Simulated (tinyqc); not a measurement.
Brillouin zone and empty-lattice bands of the hcp structure: one step. Empty-lattice levels at Gamma, H and A.

Primitive vectors a1 = a (1,0,0), a2 = a (-1/2, sqrt3/2, 0), a3 = (0,0,c); atoms at 0 and a1/3 + 2 a2/3 + a3/2. Reciprocal vectors obey a_i.b_j = 2 pi delta_ij; k is given in units of 2 pi/a. Empty-lattice levels are c0 (2 pi/a)^2 |k + G|^2, c0 = hbar^2/2m0. Points: M = (1/2, 1/(2 sqrt3), 0), K = (2/3, 0, 0), A = (0, 0, a/2c), L = M + A, H = K + A.

Constants: hbar^2/2m0 = 3.80998211 eV angstrom^2.

Values chosen for the exercise (out of a larger set: lattice near that of Ru; not measured data): a = 2.73 angstrom (lattice constant); ca = 1.595 (c/a).

Problem. Give the five lowest values of |k + G|^2 with their degeneracy (spin not counted).

Give: a table of point, |k + G|^2, degeneracy, E (eV).

Solution.

Levels:
```
point  |k + G|^2  degeneracy  E (eV)
Gamma     0.0000           1   0.000
Gamma     0.3931           2   7.933
Gamma     1.3333           6  26.909
Gamma     1.5723           2  31.732
Gamma     1.7264          12  34.842
H         0.5427           6  10.953
H         1.3289           6  26.819
H         1.8760           6  37.862
H         2.6622           6  53.728
H         2.9012           6  58.551
A         0.0983           2   1.983
A         0.8844           2  17.849
A         1.4316          12  28.892
A         2.2178          12  44.758
A         2.4567           2  49.581
```

The lowest level is 6-fold at H and 2-fold at A: as many zones meet there, and these are the lowest sets at these points on which a weak potential acts. On the face A-H-L of hcp the levels stay paired: the structure factor of (0001) vanishes, and without spin-orbit coupling the screw axis with time reversal keeps the pairing to all orders.

tinyqc: `OMP_NUM_THREADS=1 python tinyqc.py 1851228 1851229 out.jsonl`; about 0.02 s, one thread, shared Intel(R) Xeon(R) Processor @ 2.30GHz.
